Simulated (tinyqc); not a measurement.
Trap density from two Hall measurements.

Problem. p-type body, charge-sheet picture, full ionisation (an idealisation for deep acceptors), Boltzmann statistics for free electrons. e = Ec - EF at the surface. psi = Eg - Vt ln(Nv/Na) - e; N_dep = sqrt(2 eps0 eps_r Na (psi - Vt)/q); n_f = sqrt(N_dep^2 + 2 eps0 eps_r Vt Nc exp(-e/Vt)/q) - N_dep; Vg = Vfb + psi + q (N_dep + n_t + n_f)/Cox, Cox = eps0 eox/tox. Find e and n_t at both points and the mean trap density between them.

Parameters, values chosen for the exercise; band and dielectric values close to those of 4H silicon carbide:
- T = 300 K (temperature)
- Eg = 3.24 eV (band gap)
- eps_r = 9.6 (relative permittivity)
- Nc = 1.67e19 cm^-3 (conduction-band density of states at T)
- Nv = 2.51e19 cm^-3 (valence-band density of states at T)
- eox = 3.9 (relative permittivity of the insulator)
- tox = 27 nm (insulator thickness)
- Na = 1.7e17 cm^-3 (acceptor density)
- Vfb = -2.56 V (flat-band voltage without trapped charge)

Constants: q = 1.602176634e-19 C, kB = 1.380649e-23 J/K, Vt = kB T/q, eps0 = 8.8541878128e-14 F/cm where lengths are in cm. Results are converted to the units shown.

Vg (V): 3.5782806  4.1020938
free sheet density from the Hall effect (cm^-2): 3.7580946e8  2.1338344e10

Answer. Each n_f fixes e; what the gate voltage holds beyond psi, N_dep and n_f is trapped; the difference quotient is the density, smeared over a few Vt.

e (eV): 0.2040  0.09900
n_t (cm^-2): 2.994e11  5.716e11
mean trap density = 2.592e12 cm^-2 eV^-1

Program tinyqc, `OMP_NUM_THREADS=1 python tinyqc.py 2222187 2222188 out.jsonl`; Intel Xeon 2.30GHz, shared host, one thread, about 0.02 s.
